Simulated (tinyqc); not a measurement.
# Classical Heisenberg spin chain: exact results, Metropolis, heat-bath and over-relaxation steps, and a Monte Carlo run, step by step

A worked calculation. Computed by tinyqc, a small Python program that keeps every step. Command: `OMP_NUM_THREADS=1 python tinyqc.py 3130048 3130049 out.jsonl heismc walk`. One thread of a shared host (Intel(R) Xeon(R) Processor @ 2.30GHz), about 0.1 s of CPU time with the checks. Intermediate numbers are printed to about 6 digits and carried at full precision; extremes and crossings named in words are read from the listed rows.

E = -J sum_i s_i . s_(i+1) for unit vectors s_i on an open chain; K = J/(k_B T).

Inputs (values chosen for the exercise, for a model chain of large moments):

| quantity | value | unit |
|---|---|---|
| coupling J | -25 | meV |
| temperature T | 79.8 | K |
| moment mu | 4.6 | mu_B |
| length N of the open chain | 8 | - |
| seed | 529226 | - |

Update: heat bath.

Constants: k_B = 8.617333262e-05 eV/K; mu_B = 5.7883818060e-05 eV/T.

## Exact results

Each bond angle is independent, so u = <s_i . s_(i+1)> = coth K - 1/K, <s_i . s_(i+n)> = u^n, correlation length xi = -1/ln|u|, energy per bond -J u, heat capacity per bond c/k_B = 1 - K^2/sinh^2 K, and for the long chain chi = mu^2 (1 + u)/(3 k_B T (1 - u)) per spin.

K = -3.63550

u = -0.726327

xi = 3.12739 sites

energy per bond = -18.1582 meV

heat capacity = 0.963184 k_B/bond

chi over the Curie value = 0.158529

chi = 0.00941208 mu_B/T per spin

For |K| >> 1, |u| = 1 - 1/|K| and xi = |K| - 1/2 = 3.14: the chain orders only at T = 0, and c tends to k_B, not to zero, a failure of classical spins.

## Finite chain

For N spins, <|sum s|^2>/N = (1 + u)/(1 - u) - 2 u (1 - u^N)/(N (1 - u)^2); the long chain has (1 + u)/(1 - u), chi over the Curie value, and the difference is relative to it.

<|sum s|^2>/N = 0.214739

difference from the long chain = 35.4571 %

## Four single-spin steps

four neighbouring spins (rows; components x, y, z):
```
         1        2        3
1   0.3314   0.9092   0.2522
2   0.6389  -0.1313  -0.7580
3   0.3947   0.8986   0.1915
4  -0.2515  -0.1434   0.9572
```

random numbers, one row a step:
```
        1       2       3
1  0.3940  0.8539  0.1066
2  0.7806  0.5124  0.5674
3  0.1836  0.8291  0.0683
4  0.1769  0.8235  0.1623
```

The given spins are first normalised. Spins 2 and 3 are updated in turn, with h = K (sum of the two neighbours). Heat bath: cos(theta) = 1 + ln(1 - r1 (1 - exp(-2 |h|)))/|h| about n = h/|h|, azimuth 2 pi r2 = phi in the frame a = n x z/|n x z|, b = n x a: s = n cos(theta) + sin(theta)(a cos(phi) + b sin(phi)); r1, r2 are the first two numbers of the row.

Steps:

| spin | \|h\| | h . s before | h . s after | move | x | y | z |
|---|---|---|---|---|---|---|---|
| 2 | 7.26391 | 0.39911 | 6.76303 | heat bath | -0.568019 | -0.819510 | 0.075878 |
| 3 | 5.93600 | 3.60252 | 4.41916 | heat bath | -0.111934 | 0.895489 | -0.430779 |
| 2 | 6.64097 | 5.87910 | 6.43812 | heat bath | -0.230010 | -0.922715 | 0.309343 |
| 3 | 6.26796 | 5.25833 | 6.07328 | heat bath | 0.437965 | 0.702014 | -0.561571 |

## A run and its error bars

From the ordered state (alternating for J < 0), with each spin drawn from exp(h . s), h = K x sum of neighbours, 200 sweeps are discarded and 1600 recorded (even and odd sites in turn; random numbers not printed, so these rows are one sample). Errors are the scatter of block means over sqrt(number of blocks).

Blocking:

| block length | mean bond product | error | <\|sum s\|^2>/N | error |
|---|---|---|---|---|
| 1 | -0.724819 | 0.00254815 | 0.218083 | 0.00444614 |
| 4 | -0.724819 | 0.00296628 | 0.218083 | 0.00436752 |
| 16 | -0.724819 | 0.00317681 | 0.218083 | 0.00480660 |
| 40 | -0.724819 | 0.00337558 | 0.218083 | 0.00479258 |
| 80 | -0.724819 | 0.00354269 | 0.218083 | 0.00446235 |

With blocks of 40 the bond product is 0.4 error bars from the exact u = -0.7263, and <|sum s|^2>/N is 0.7 from the exact 0.215. Blocking to 40 changes the two errors by factors 1.3 and 1.1.

Checks made by the program: c against a difference of the energy (relative difference 2e-09).
